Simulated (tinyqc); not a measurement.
# Programming of a floating-gate cell by Fowler-Nordheim tunnelling: effects of single changes

Per tunnel area the floating gate has Ctun = 3.9 eps0/tox to the channel (0 V) and Ccg to the control gate, Ct = Ctun/(1 - ag), no other coupling. With the threshold shift U = -Q/Ccg the field is F = ag (Vg - U)/tox, and dU/dt = J/Ccg. Fowler-Nordheim: J = A F^2 exp(-B/F), A = q^2/(16 pi^2 hbar mo phi) (times 1e14 for A/cm^2 with F in V/nm, emitter mass m0), B = (4/3) sqrt(mo/C) phi^1.5, C = hbar^2/(2 m0).

Parameters, values chosen for the exercise; oxide values close to those of silicon dioxide: tunnel barrier phi = 3.02 eV; tunnelling mass mo = 0.44 m0; tunnel oxide thickness tox = 6.5 nm; coupling ratio Ccg/Ct ag = 0.62; threshold shift at the start Vt0 = -1.3 V; control-gate voltage Vg = 11.5 V.

Constants: q = 1.602176634e-19 C, hbar = 1.054571817e-34 J s, m0 = 9.1093837015e-31 kg, eps0 = 8.8541878128e-14 F/cm where lengths are in cm, hbar^2/(2 m0) = 0.0380998212 eV nm^2. Results are converted to the units shown.

Each table varies one quantity; the others keep the values above.

## Effect of the coupling ratio

After 3e-5 s. Exact: exp(B/F(t)) = exp(B/F(0)) + K t, K = A B ag/(Ccg tox), and U = Vg - tox F/ag.

Results:
```
ag,F(0) (V/nm),F (V/nm),J (A/cm^2),U (V)
0.42,0.8271,0.8269,2.574e-5,-1.298
0.47,0.9255,0.9225,6.299e-4,-1.258
0.52,1.024,0.9955,0.004855,-0.9436
0.57,1.122,1.025,0.01025,-0.1890
0.63,1.241,1.037,0.01374,0.7996
0.73,1.438,1.053,0.01981,2.128
0.78,1.536,1.062,0.02480,2.648
```

Estimate the missing row, ag = 0.68.

Computed row:
```
ag,F(0) (V/nm),F (V/nm),J (A/cm^2),U (V)
0.68,1.339,1.044,0.01639,1.516
```

With this row back in the table: The starting field rises from 0.827 to 1.54 V/nm and U rises from -1.30 to 2.65 V. Between the last two rows 0.01 of coupling is worth 104 mV. In 4 of the 8 rows the starting field exceeds 12 MV/cm, where the oxide would wear out or break down quickly.

## Effect of the gate voltage

Same model as above.

After 3e-5 s.

Effect of the gate voltage:
```
Vg (V),F (V/nm),J (A/cm^2),U (V)
8.5,0.9319,8.335e-4,-1.270
9.1,0.9796,0.003193,-1.170
9.8,1.016,0.008090,-0.8464
10.4,1.029,0.01126,-0.3868
11,1.034,0.01273,0.1604
11.6,1.036,0.01330,0.7412
12.2,1.036,0.01353,1.334
12.9,1.037,0.01363,2.031
13.5,1.037,0.01366,2.630
```

What does the comparison show?

U rises from -1.27 to 2.63 V, by 0.17 V a volt between the first two rows and 0.998 between the last two: once K t exceeds exp(B/F(0)) the final field, 1.04 V/nm, no longer depends on Vg. In 4 of the 9 rows the starting field exceeds 12 MV/cm, where the oxide would wear out or break down quickly.

## Programming by a staircase of pulses

Same model as above.

Pulse i = 1, 2, ... has the height 10 V + (i - 1) 0.5 V and lasts 0.72 us; each starts from the U that the last one left.

Programming by a staircase of pulses:
```
N,last pulse (V),U (V),gain of the last pulse (V),F at its end (V/nm)
1,10.00,-1.272,0.02845,1.075
2,10.50,-1.200,0.07170,1.116
3,11.00,-1.049,0.1508,1.149
4,11.50,-0.7921,0.2569,1.172
6,12.50,-0.007776,0.4270,1.193
8,13.50,0.9424,0.4846,1.198
11,15.00,2.431,0.4987,1.199
14,16.50,3.930,0.4999,1.199
18,18.50,5.930,0.5000,1.199
```

What does the table show?

The gain of a pulse rises from 0.0285 to 0.500 V and settles at the step of 0.5 V: the field at the end of a pulse becomes steady, 1.20 V/nm, so U follows the gate one to one whatever it started from. It is within 5 % of the step from pulse 8 on among the rows. In every row the field stays above 10 MV/cm, which wears the oxide.

Range of the model: Programming fields of 10 MV/cm and more wear the oxide; trapping and the channel potential are ignored.

tinyqc, about 0.01 s, one thread, Intel Xeon 2.30GHz (shared host): `OMP_NUM_THREADS=1 python tinyqc.py 2130067 2130068 out.jsonl`
